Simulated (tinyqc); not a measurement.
Inside a calculation. Method: plane-wave Kohn-Sham cycle with exchange-only LDA in a layered model solid. Computed by tinyqc, a small Python program that keeps every step. Settings: points = 16, plane-wave index or count = 2, electrons = 2, k points = 3, area = 40.0, mixing = 0.3, iteration cap = 55. Command: `OMP_NUM_THREADS=1 python tinyqc.py 23094 23095 out.jsonl` (the two numbers bound the seeds that draw the settings). One thread of a shared host (Intel(R) Xeon(R) Processor @ 2.60GHz), about 0.02 s of CPU time with the checks. Later iterations appear only in the table of the cycle.

## Iteration 1: potential

A solid whose potential varies along x alone (atomic units):
```
parameter,value
period a,5.400000
cross-section of the cell,40.000000
electrons per cell,2
grid points,16
"plane waves -n..n, n",2
k points,3
V1 in V1 cos(2 pi x/a),-0.290000
```

density at the start, on the grid x_j = j a/N (e/bohr^3): 0.00925926  0.00925926  0.00925926  0.00925926  0.00925926  0.00925926  0.00925926  0.00925926  0.00925926  0.00925926  0.00925926  0.00925926  0.00925926  0.00925926  0.00925926  0.00925926

V_H(G) = 4 pi rho(G)/G^2 for G != 0 (uniform background); v_x = -(3 rho/pi)^(1/3); V = V_ext + V_H + v_x; Fourier components f(G_m) = (1/N) sum_j f(x_j) exp(-i G_m x_j).

Potentials on the grid (hartree):
```
x,V_ext,V_H,v_x,V
0.000000,-0.290000,0.000000,-0.206783,-0.496783
0.337500,-0.267925,0.000000,-0.206783,-0.474709
0.675000,-0.205061,0.000000,-0.206783,-0.411844
1.012500,-0.110978,0.000000,-0.206783,-0.317762
1.350000,0,0.000000,-0.206783,-0.206783
1.687500,0.110978,0.000000,-0.206783,-0.095805
2.025000,0.205061,0.000000,-0.206783,-0.001723
2.362500,0.267925,0.000000,-0.206783,0.061142
2.700000,0.290000,0.000000,-0.206783,0.083217
3.037500,0.267925,0.000000,-0.206783,0.061142
3.375000,0.205061,0.000000,-0.206783,-0.001723
3.712500,0.110978,0.000000,-0.206783,-0.095805
4.050000,0,0.000000,-0.206783,-0.206783
4.387500,-0.110978,0.000000,-0.206783,-0.317762
4.725000,-0.205061,0.000000,-0.206783,-0.411844
5.062500,-0.267925,0.000000,-0.206783,-0.474709
```

V(G_m), m = 0, 1, 2, ... (hartree): -0.206783  -0.145000  0.000000  0.000000  0.000000

## Iteration 1: Hamiltonian at one k

k = 0.000000 2 pi / a

H(m,m') = (k + G_m)^2/2 delta + V(G_m - G_m'), with V(-G) = V(G).

H (hartree):
```
,-2,-1,+0,+1,+2
-2,2.500927,-0.145000,0.000000,0.000000,0.000000
-1,-0.145000,0.470144,-0.145000,0.000000,0.000000
+0,0.000000,-0.145000,-0.206783,-0.145000,0.000000
+1,0.000000,0.000000,-0.145000,0.470144,-0.145000
+2,0.000000,0.000000,0.000000,-0.145000,2.500927
```

## Iteration 1: levels at that k

Diagonalise the Hermitian matrix.

eigenvalues (hartree): -0.264612  0.459843  0.517593  2.511228  2.511306

## Iteration 1: new density

Motion across x is left out: the lowest 1 band(s) hold two electrons at each of the k points (j + 1/2)/nk - 1/2. Residual R = rho(out) - rho(in); rho(new) = rho(in) + 0.3 R. rho(out) = 2/(a A nk) sum |psi|^2 with psi = sum c exp(i G x). Harris energy E = band energy - dV sum rho (V_H/2 + v_x) + (3/4) dV sum rho v_x with rho(in), dV = a A/N, band energy = (2/nk) sum of the filled levels.

rho(out) (e/bohr^3): 0.01911198  0.01802311  0.01515542  0.01146325  0.00793283  0.00517611  0.00335842  0.00237456  0.00206874  0.00237456  0.00335842  0.00517611  0.00793283  0.01146325  0.01515542  0.01802311

density after iteration 1 (e/bohr^3): 0.01221508  0.01188841  0.01102811  0.00992046  0.00886133  0.00803431  0.00748901  0.00719385  0.00710210  0.00719385  0.00748901  0.00803431  0.00886133  0.00992046  0.01102811  0.01188841

energy per cell = -0.36455987 hartree

## Iteration 2: potential

As before.

Potentials on the grid (hartree):
```
x,V_ext,V_H,v_x,V
0.000000,-0.290000,0.024432,-0.226789,-0.492357
0.337500,-0.267925,0.022356,-0.224749,-0.470318
0.675000,-0.205061,0.016582,-0.219192,-0.407671
1.012500,-0.110978,0.008305,-0.211593,-0.314266
1.350000,0,-0.000925,-0.203778,-0.204702
1.687500,0.110978,-0.009613,-0.197230,-0.095865
2.025000,0.205061,-0.016583,-0.192663,-0.004185
2.362500,0.267925,-0.021048,-0.190098,0.056779
2.700000,0.290000,-0.022581,-0.189286,0.078133
3.037500,0.267925,-0.021048,-0.190098,0.056779
3.375000,0.205061,-0.016583,-0.192663,-0.004185
3.712500,0.110978,-0.009613,-0.197230,-0.095865
4.050000,0,-0.000925,-0.203778,-0.204702
4.387500,-0.110978,0.008305,-0.211593,-0.314266
4.725000,-0.205061,0.016582,-0.219192,-0.407671
5.062500,-0.267925,0.022356,-0.224749,-0.470318
```

V(G_m), m = 0, 1, 2, ... (hartree): -0.205918  -0.142638  -0.000602  0.000016  0.000005

## Iteration 2: Hamiltonian at one k

k = 0.000000 2 pi / a

As before.

H (hartree):
```
,-2,-1,+0,+1,+2
-2,2.501793,-0.142638,-0.000602,0.000016,0.000005
-1,-0.142638,0.471010,-0.142638,-0.000602,0.000016
+0,-0.000602,-0.142638,-0.205918,-0.142638,-0.000602
+1,0.000016,-0.000602,-0.142638,0.471010,-0.142638
+2,0.000005,0.000016,-0.000602,-0.142638,2.501793
```

## Iteration 2: levels at that k

As before.

eigenvalues (hartree): -0.262060  0.461638  0.516521  2.511763  2.511827

## Iteration 2: new density

As before.

rho(out) (e/bohr^3): 0.01902314  0.01794629  0.01510920  0.01145349  0.00795324  0.00521476  0.00340467  0.00242250  0.00211670  0.00242250  0.00340467  0.00521476  0.00795324  0.01145349  0.01510920  0.01794629

density after iteration 2 (e/bohr^3): 0.01425750  0.01370578  0.01225244  0.01038037  0.00858890  0.00718845  0.00626371  0.00576244  0.00560648  0.00576244  0.00626371  0.00718845  0.00858890  0.01038037  0.01225244  0.01370578

energy per cell = -0.36107102 hartree

## Convergence

Stop when sqrt(dV sum R^2) is below 1e-8, dV = a A/N.

Course of the cycle:
```
iteration,E (hartree),norm of the residual
1,-0.36455987,8.87e-02
2,-0.36107102,6.14e-02
3,-0.35947383,4.24e-02
4,-0.35883932,2.94e-02
5,-0.35861279,2.04e-02
6,-0.35854190,1.41e-02
7,-0.35852467,9.84e-03
8,-0.35852351,6.86e-03
9,-0.35852586,4.79e-03
10,-0.35852816,3.35e-03
11,-0.35852974,2.34e-03
...,...,...
36,-0.35853184,3.25e-07
37,-0.35853184,2.28e-07
38,-0.35853184,1.60e-07
39,-0.35853184,1.12e-07
40,-0.35853184,7.89e-08
41,-0.35853184,5.54e-08
42,-0.35853184,3.89e-08
43,-0.35853184,2.73e-08
44,-0.35853184,1.92e-08
45,-0.35853184,1.35e-08
46,-0.35853184,9.48e-09
```

Converged in 46 iterations. Before convergence this energy mixes input and output and is not variational, so it may rise towards its limit.
